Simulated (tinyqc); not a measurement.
Effective-mass impurity with a central-cell term, in a basis of Slater functions: one step, computed by the program tinyqc. Command: `OMP_NUM_THREADS=1 python tinyqc.py 3023942 3023943 out.jsonl centralcell walk`. One thread of a shared host (Intel(R) Xeon(R) Processor @ 2.30GHz), about 0.01 s of CPU time with the checks.

The envelope obeys H = -nabla^2 - (2/r) [Z + A exp(-kappa r)] in effective units, with kappa = a*/lambda; positive A deepens the well near the core.

Problem. Generalised eigenproblem. (T + V + W) c = E S c with c^T S c = 1 and the largest component positive.

Impurity: donor, one isotropic band.

kinetic T (Ry*), lower triangle (symmetric):
```
           1         2         3         4
1     0.1089
2  0.2153996  1.115136
3  0.2058585  2.205692  11.41899
4  0.1390678  2.107991  22.58629  116.9305
```

Coulomb V (Ry*), lower triangle (symmetric):
```
            1          2          3          4
1       -0.66
2  -0.8567031     -2.112
3  -0.6847330  -2.741450    -6.7584
4  -0.4342783  -2.191146  -8.772639  -21.62688
```

central cell W (Ry*), lower triangle (symmetric):
```
             1          2         3         4
1  0.006805212
2   0.03463242  0.1774035
3    0.1417117  0.7381889  3.209631
4    0.3631981   1.950951  9.226943  31.67398
```

overlap S, lower triangle (symmetric):
```
          1         2         3         4
1  1.000000
2  0.618112  1.000000
3  0.184604  0.618112  1.000000
4  0.038972  0.184604  0.618112  1.000000
```

Give: two lowest levels; coefficients of the lowest state; <T>; <W>.

Solution.

two lowest levels (Ry*): -0.8893  -0.2095

coefficients of the lowest state: 0.1209  0.9650  -0.0773  -0.0012

<T> = 0.8249 Ry*

<W> = 0.07696 Ry*
